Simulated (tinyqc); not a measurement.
What moves the results: optical gain and spontaneous emission in a bulk direct-gap semiconductor. A value that a table varies takes the place of the one given here.

Parabolic bands, vertical transitions, no excitons. For each hole band j: mr = me mj/(me + mj); joint density of states J_j(E) = (mr/c)^(3/2) sqrt(E - Eg)/(2 pi^2), both spins, c = hbar^2/2m0; averaged matrix element |e.p|^2 = m0 Ep/6; alpha_j(E) = 4 pi^2 alpha_f c Ep J_j/(3 nr E) in 1/angstrom (alpha_f the fine-structure constant, listed as alpha among the constants), times 1e8 for 1/cm.

F_j(eta) = (1/Gamma(j + 1)) integral_0^infinity x^j dx/(1 + exp(x - eta)), which tends to exp(eta) for eta << 0.

Quasi-Fermi levels: n = Nc F_1/2(Fc/kT) and p = Nv F_1/2(Fv/kT), Fc counted up from the conduction edge and Fv down from the valence edge; Nc, Nv from N = 2 (m kB T/(4 pi c))^(3/2) with c = hbar^2/2m0, in 1/angstrom^3; times 1e24 for 1/cm^3, with me and (mhh^(3/2) + mlh^(3/2))^(2/3).

For band j the electron sits at Ee = (E - Eg) mr/me above its edge and the hole at Eh = (E - Eg) mr/mj; fe = 1/(1 + exp((Ee - Fc)/kT)), fh = 1/(1 + exp((Eh - Fv)/kT)); gain g = sum_j alpha_j (fe + fh - 1).

Spontaneous rate: R = integral of (nr E/(hbar c))^2/(pi^2 hbar) sum_j alpha_j fe fh dE, with alpha in 1/cm and (nr E/(hbar c))^2 in 1/cm^2 (1e16 per 1/angstrom^2); B = R/(n p); lifetime n/R.

Constants: hbar^2/2m0 = 3.80998211 eV angstrom^2; fine-structure constant alpha = 0.007297352564; kB = 8.617333262e-05 eV/K; hbar = 6.58211957e-16 eV s; hbar c = 1973.269805 eV angstrom.

Values chosen for the exercise (near those of InGaAs; not measured data): Eg = 0.739 eV (direct gap); me = 0.0408 m0 (electron mass); mhh = 0.479 m0 (heavy-hole mass); mlh = 0.0526 m0 (light-hole mass); Ep = 22.8 eV (Kane energy); nr = 3.5 (refractive index); T = 200 K; n = 1.1e+18 1/cm^3 (injected density, n = p).

## Peak gain against injection

The peak is the largest g over E; a dash marks no gain.

Gain:
```
n (1/cm^3)  Fc (eV)  Fv (eV)  peak gain (1/cm)  peak E - Eg (eV)  B (cm^3/s)
2.0e+17      0.0205  -0.0541                 -                 -    2.20e-10
3.2e+17      0.0347  -0.0459                 -                 -    2.08e-10
4.5e+17      0.0470  -0.0398                23            0.0025    1.96e-10
5.5e+17      0.0553  -0.0362                95            0.0070    1.89e-10
7.1e+17      0.0673  -0.0316               228            0.0141    1.79e-10
9.1e+17      0.0808  -0.0271               395            0.0224    1.68e-10
1.2e+18      0.0984  -0.0220               618            0.0333    1.56e-10
1.6e+18      0.1202  -0.0165               892            0.0463    1.42e-10
```

transparency density (Fc + Fv = 0) = 3.96e+17 1/cm^3

Gain starts at 3.96e+17 1/cm^3, where Fc = -Fv = 0.0421 eV: with Nv/Nc = 42 the electrons must be degenerate before the holes are. The slope of peak gain against n is 7.21e-16 cm^2 between the first two rows with gain and 6.85e-16 between the last two; the peak moves from 0.0025 to 0.0463 eV above the gap as the bands fill, and B falls by a factor 1.54. Line broadening and gap shrinkage are left out.

## Gain spectrum

At the density n.

Spectrum:
```
E - Eg (eV)  alpha, empty (1/cm)  fe, heavy  fh, heavy  g (1/cm)
0.005                       1662      0.994      0.199       313
0.010                       2335      0.992      0.196       416
0.020                       3259      0.987      0.189       517
0.030                       3940      0.977      0.182       544
0.045                       4733      0.951      0.172       477
0.060                       5362      0.897      0.162       249
0.080                       6041      0.748      0.150      -468
0.100                       6593      0.505      0.139     -1777
0.130                       7257      0.170      0.123     -4024
0.170                       7934      0.024      0.105     -6072
0.220                       8555      0.002      0.085     -7662
```

Fc + Fv = 0.0689 eV

g is positive below E - Eg = 0.0689 eV; the largest value listed is 544 1/cm at 0.030 eV. At 0.220 eV above the gap g is -0.90 times the absorption of the empty crystal, whose limit is -1.

## Transparency density and B against temperature

Eg is held fixed; B is taken at n = 1e15 1/cm^3.

Results:
```
T (K)  transparency density (1/cm^3)  Fc/kT there  B (cm^3/s)
100                         1.40e+17        2.444    6.83e-10
150                         2.57e+17        2.444    3.75e-10
200                         3.96e+17        2.444    2.46e-10
250                         5.53e+17        2.444    1.77e-10
300                         7.27e+17        2.444    1.36e-10
350                         9.16e+17        2.444    1.09e-10
400                         1.12e+18        2.444    8.99e-11
500                         1.56e+18        2.444    6.54e-11
```

Fc/kT at transparency stays at 2.444, since it depends on Nv/Nc alone, so the density goes as T^1.50. B goes as T^-1.46, against T^-1.5 for non-degenerate carriers: hot carriers spread over k and fewer pairs share a wave vector.

## What moves transparency and gain

Transparency is Fc + Fv = 0; the peak is the largest g over E at the density n (0 if none). Each row changes one parameter from the base and keeps the others.

Results:
```
case                 transparency density (1/cm^3)  Fc + Fv (eV)  peak gain (1/cm)
base                                      3.96e+17        0.0689               544
me = 0.0469 m0                            4.55e+17        0.0561               560
mhh = 0.287 m0                            3.09e+17        0.0830               990
Ep = 25.1 eV                              3.96e+17        0.0689               599
T = 240 K                                 5.20e+17        0.0568               365
n = 1.43e+18 1/cm^3                       3.96e+17        0.0926               781
nr = 3.68                                 3.96e+17        0.0689               517
```

The largest shifts from the base row, up to three for each result and ties (the steps differ in size, so this ranks the rows, not the parameters). transparency density (1/cm^3): T +1.24e+17, mhh -8.68e+16, me +5.95e+16; unchanged at the printed digits by Ep, n and nr. Fc + Fv (eV): n +0.0236, mhh +0.0141, me -0.0129; unchanged at the printed digits by Ep and nr. peak gain (1/cm): mhh +447, n +237, T -179.

Computed by tinyqc, a small Python program: `OMP_NUM_THREADS=1 python tinyqc.py 1650070 1650071 out.jsonl` (the numbers bound the seed that draws the inputs); one thread of a shared host (Intel(R) Xeon(R) Processor @ 2.30GHz), about 0.09 s for the whole set of steps.
